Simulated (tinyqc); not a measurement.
From one set of inputs to another, one input at a time: single-band model of a thermoelectric material. Computed by tinyqc, a small Python program. Command: `OMP_NUM_THREADS=1 python tinyqc.py 3020815 3020816 out.jsonl thermo ladder`. One thread of a shared host (Intel(R) Xeon(R) Processor @ 2.30GHz), about 0.04 s of CPU time with the checks.

One spherical band, one scattering law, no minority carriers and no phonon drag. In a real material minority carriers limit |S| to about E_g/(2 e T), so larger values are formal. eta = E_F/(k_B T) is counted from the band edge; f = 1/(1 + exp(x - eta)).

The inputs printed are set A. Set A is modelled on p-type Bi2Te3; the values taken over come from a set modelled on n-type silicon. Inputs not listed in the table keep their values of set A, so the rows need not describe a real material.

Inputs (values chosen for the exercise, modelled on p-type Bi2Te3): density-of-states mass m = 1.1 m_0; mobility parameter mu_300 = 600 cm^2/(V s); temperature exponent p = 2; lattice thermal conductivity kappa_L = 0.81 W/(m K); carrier density n = 3.5e+18 1/cm^3; temperature T = 310 K.

Band: parabolic. Scattering: acoustic phonons, r = -0.5.

Constants: m_0 = 9.1093837015e-31 kg; k_B = 1.380649e-23 J/K; hbar = 1.054571817e-34 J s; k_B = 8.617333262e-05 eV/K; e = 1.602176634e-19 C.

Method:
- With x = E/(k_B T), a = alpha k_B T (0 for a parabolic band), G = x (1 + a x), D = 1 + 2 a x and <y> = int y f (1 - f) dx, f = 1/(1 + exp(x - eta)): tau = tau_0 G^r/D; transport function s = G^(3/2 + r)/D^2; n = N_0 <G^(3/2)> with N_0 = (2 m k_B T)^(3/2)/(3 pi^2 hbar^3).
- Integrals over x = E/(k_B T) use 160 Gauss-Legendre points in u = sqrt(x) from 0 to sqrt(max(eta, 0) + 32).
- Solve for eta.
- sigma = e mu_0 N_0 <s> with mu_0 = e tau_0/m = mu_300 (T/300 K)^(-p); |S| = (k_B/e)(<x s>/<s> - eta); Lorenz number L = (k_B/e)^2 (<x^2 s>/<s> - (<x s>/<s>)^2); kappa_e = L sigma T; zT = S^2 sigma T/(kappa_L + kappa_e).
- Hall factor r_H = <G^(3/2)> <G^(3/2 + 2r)/D^4>/<s>^2; drift mobility sigma/(n e) with n = N_0 <G^(3/2)>; power factor S^2 sigma.
- Quality factor B = (k_B/e)^2 e mu_0 N_0 T/kappa_L; zT and the power factor are maximised over eta between -8 and 30.

Each row keeps all changes above it; columns: (1) input moved; (2) from; (3) to; (4) Seebeck coefficient |S| (microvolt/K); (5) density of the largest zT (1/cm^3); (6) Lorenz number L (1e-8 V^2/K^2):
```
(1)                                                 (2)    (3)     (4)         (5)     (6)
set A                                                 -      -  360.09  1.2127e+19  1.5062
carrier density n (1/cm^3)                      3.5e+18  6e+20   32.45  1.2127e+19  2.3393
temperature T (K)                                   310    820   84.97  4.0251e+19  1.9918
lattice thermal conductivity kappa_L (W/(m K))     0.81     55   84.97  1.5051e+20  1.9918
temperature exponent p                                2    1.5   84.97  1.4309e+20  1.9918
mobility parameter mu_300 (cm^2/(V s))              600   1900   84.97  1.1594e+20  1.9918
```

Which inputs carry the difference?

Seebeck coefficient |S| goes from 360 to 85.0, a factor 0.236 in all. The largest single move comes from carrier density n (a factor 0.0901), and temperature T works against it (a factor 2.62). Density of the largest zT goes from 1.21e19 to 1.16e20, a factor 9.56 in all. The largest single move comes from lattice thermal conductivity kappa_L (a factor 3.74), and mobility parameter mu_300 works against it (a factor 0.810). Lorenz number L goes from 1.51 to 1.99, a factor 1.32 in all. The largest single move comes from carrier density n (a factor 1.55), and temperature T works against it (a factor 0.851). The single moves hold for this order of the switches; the total does not depend on the order.

Extremes, crossings and ranges named in words are read from the listed rows.
